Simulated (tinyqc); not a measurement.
# Changing the field over the saturation field

Model: two coupled magnetic layers: synthetic antiferromagnet, spin flop, exchange bias and magnetoresistance. Computed by tinyqc, a small Python program. Command: `OMP_NUM_THREADS=1 python tinyqc.py 3000905 3000906 out.jsonl saf sweep`. One thread of a shared host (Intel(R) Xeon(R) Processor @ 2.30GHz), about 0.8 s of CPU time with the checks.

Moments lie in the plane at the angles p1, p2 from the field. Energy per area: E = J1 cos(p1 - p2) + J2 cos^2(p1 - p2) - B M_s (t1 cos p1 + t2 cos p2) + K (t1 cos^2 p1 + t2 cos^2 p2).

Inputs (values chosen for the exercise, for a model stack):
```
quantity                           value              unit
saturation magnetisation M_s        1330              kA/m
thickness t1                           5                nm
thickness t2                         4.1                nm
antiferromagnetic coupling J1       0.18            mJ/m^2
biquadratic coupling J2                0            mJ/m^2
in-plane anisotropy K                4.6            kJ/m^3
spin polarisation P1                0.73                 -
spin polarisation P2                0.51                 -
resistance-area product, parallel    9.5  ohm micrometre^2
```

Field direction: along the hard axis.

Method:
- The parallel state is stable while the Hessian at p1 = p2 = 0 is positive: with c = J1 + 2 J2 and u = B M_s - 2K, (u t1 - c)(u t2 - c) > c^2, so B_sat M_s = c (1/t1 + 1/t2) + 2K. B_K = 2K/M_s.
- The lowest minimum of E over both angles (from five starts; of two mirror images the one with p1 >= 0, and for equal layers |p1| <= |p2|).
- Julliere: TMR = 2 P1 P2/(1 - P1 P2). Conductance G(theta) = G0 (1 + P1 P2 cos theta), so RA(theta) = RA_P (1 + P1 P2)/(1 + P1 P2 cos theta); theta = p2 for the layer next to the barrier.

One run for each value:
```
field over the saturation field  m/m_sat along B  p1 (degrees)  p2 (degrees)  RA at this field (ohm micrometre^2)
0.05                                     0.05409        84.723       -89.548                               12.999
0.16                                     0.16945        74.307       -87.350                               12.816
0.28                                     0.28906        65.546       -82.140                               12.405
0.39                                     0.39668        59.009       -75.374                               11.917
0.51                                     0.51430        52.273       -66.718                               11.364
0.62                                     0.62271        45.762       -57.905                               10.884
0.74                                     0.74151        37.678       -47.110                               10.401
0.85                                     0.85074        28.510       -35.255                                9.997
0.97                                     0.97013        12.697       -15.525                                9.595
```

Over the rows, m/m_sat along B rises from 0.0541 to 0.970 (exponent d ln y / d ln x about 0.98 throughout); p1 (degrees) falls from 84.7 to 12.7 (exponent d ln y / d ln x -0.11 between the first rows and -6.1 between the last); p2 (degrees) rises from -89.5 to -15.5 (exponent d ln y / d ln x -0.021 between the first rows and -6.2 between the last).
